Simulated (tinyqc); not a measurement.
Exact and approximate size effects: heat flow across a film from the phonon Boltzmann equation in the relaxation-time approximation. Computed by tinyqc, a small Python program. Command: `OMP_NUM_THREADS=1 python tinyqc.py 3001294 3001295 out.jsonl slabbte walk`. One thread of a shared host (Intel(R) Xeon(R) Processor @ 2.30GHz), about 0.02 s of CPU time with the checks.

Two black walls, hot at x = 0 and cold at x = L, emit phonons isotropically. For one free path Lambda, with tau = x/Lambda, tau_L = L/Lambda and phi = (T - T_cold)/Delta T, energy balance gives phi(tau) = (1/2) [E2(tau) + int_0^tau_L phi(s) E1(|tau - s|) ds]; E_n are the exponential integrals. The flux over the ballistic flux C v Delta T/4 is psi = 1 - 2 int_0^tau_L phi(s) E2(s) ds, and kappa_eff/kappa = (3/4) tau_L psi. kappa = C v Lambda/3 is an input, so at fixed kappa a longer free path means a smaller C v.

Inputs (values chosen for the exercise, modelled on silicon carbide): free path Lambda_1 = 130 nm; free path Lambda_2 = 1700 nm; share f_2 of kappa = 0.35.

Free-path groups: two.

Method:
- Cut the film into n equal cells with constant phi, collocated at the centres c_i: the kernel integrates to A_ij = |E2(|c_i - e_j|) - E2(|c_i - e_(j+1)|)|/2 for cell edges e_j, and A_ii = 1 - E2(half a cell); solve (1 - A) phi = E2(c)/2; psi = 1 - 2 sum_j phi_j [E3(e_j) - E3(e_(j+1))].
- Each group is solved on its own with 150 and 300 cells, psi = (4 psi(300) - psi(150))/3, and weighted by its share of kappa (f_1 is what the others leave); exchange of energy between groups inside the film is left out.
- Two-flux: kappa_eff/kappa = sum f_i/(1 + 4 Lambda_i/(3 L)). Matthiessen with the thickness: sum f_i/(1 + Lambda_i/L). Ballistic limit: sum f_i 3 L/(4 Lambda_i).

Kappa_eff/kappa:
```
L (nm),Boltzmann,two-flux,Matthiessen,ballistic limit
3.9,0.014816,0.014904,0.019733,0.015227
13,0.046633,0.047345,0.061747,0.050757
32,0.10354,0.10617,0.13486,0.12494
78,0.20673,0.21337,0.25910,0.30454
200,0.36638,0.37659,0.43078,0.78088
520,0.54312,0.55281,0.60198,2.0303
1300,0.69258,0.70110,0.74258,5.0757
3200,0.81432,0.82148,0.85320,12.494
```

The two-flux formula lies above the Boltzmann result by at most about 3.2 % (at L = 78 nm); the Matthiessen form is high by up to 33 %, since it misses the factor 3/4 of the ballistic limit. The thinnest film reaches 97 % of that limit, and the thickest, 25 Lambda_1, only 81 % of the bulk value: the long free paths keep the size effect alive far beyond Lambda_1. Rows below about 10 nm are near the phonon wavelength, where a particle picture fails.
